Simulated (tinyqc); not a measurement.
Plane-wave Kohn-Sham cycle with exchange-only LDA in a layered model solid, step by step. One step of it, computed by the program tinyqc.

Question. Iteration 1: Hamiltonian at one k. H(m,m') = (k + G_m)^2/2 delta + V(G_m - G_m'), with V(-G) = V(G).

A solid whose potential varies along x alone (atomic units):
```
parameter                      value
period a                    5.100000
cross-section of the cell  38.000000
electrons per cell                 2
grid points                       16
plane waves -n..n, n               2
k points                           3
V1 in V1 cos(2 pi x/a)     -0.250000
```

V(G_m), m = 0, 1, 2, ... (hartree): -0.214396  -0.125000  0.000000  0.000000  0.000000

k = 0.000000 2 pi / a

Give: H.

Answer.

H (hartree), lower triangle:
```
         -2       -1       +0       +1      +2
-2   2.8212
-1  -0.1250   0.5445
+0   0.0000  -0.1250  -0.2144
+1   0.0000   0.0000  -0.1250   0.5445
+2   0.0000   0.0000   0.0000  -0.1250  2.8212
```
